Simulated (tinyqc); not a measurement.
Programming of a floating-gate cell by Fowler-Nordheim tunnelling: one step of the calculation.

Per tunnel area the floating gate has Ctun = 3.9 eps0/tox to the channel (0 V) and Ccg to the control gate, Ct = Ctun/(1 - ag), no other coupling. With the threshold shift U = -Q/Ccg the field is F = ag (Vg - U)/tox, and dU/dt = J/Ccg. Fowler-Nordheim: J = A F^2 exp(-B/F), A = q^2/(16 pi^2 hbar mo phi) (times 1e14 for A/cm^2 with F in V/nm, emitter mass m0), B = (4/3) sqrt(mo/C) phi^1.5, C = hbar^2/(2 m0).

Problem. Constants of the cell. A, B, Ccg = ag Ct, the starting field and current, K = A B ag/(Ccg tox), and the knee time t0 = exp(B/F(0))/K.

Inputs (values chosen for the exercise); oxide values close to those of silicon dioxide:
- phi = 3.12 eV (tunnel barrier)
- mo = 0.47 m0 (tunnelling mass)
- tox = 8.6 nm (tunnel oxide thickness)
- ag = 0.63 (coupling ratio Ccg/Ct)
- ar = 540 nm^2 (tunnel area)
- Vt0 = -1.1 V (threshold shift at the start)
- Vg = 17.3 V (control-gate voltage)

Constants: q = 1.602176634e-19 C, hbar = 1.054571817e-34 J s, m0 = 9.1093837015e-31 kg, eps0 = 8.8541878128e-14 F/cm where lengths are in cm, hbar^2/(2 m0) = 0.0380998212 eV nm^2. Results are converted to the units shown.

Wanted: A; B; Ccg; F(0); J(0); K; t0; electrons for 1 V of shift.

Solution.

A = 1.0512e8 A cm^-2 (V/nm)^-2
B = 25.808 V/nm
Ccg = 0.68368 uF/cm^2
F(0) = 1.3479 V/nm
J(0) = 0.92386 A/cm^2
K = 2.9068e14 1/s
t0 = 0.71116 us
electrons for 1 V of shift = 23.043

Range of the model: Programming fields of 10 MV/cm and more wear the oxide; trapping and the channel potential are ignored.

Numbers from tinyqc (`OMP_NUM_THREADS=1 python tinyqc.py 2130105 2130106 out.jsonl`; about 0.02 s on one thread of a shared Intel Xeon 2.30GHz).
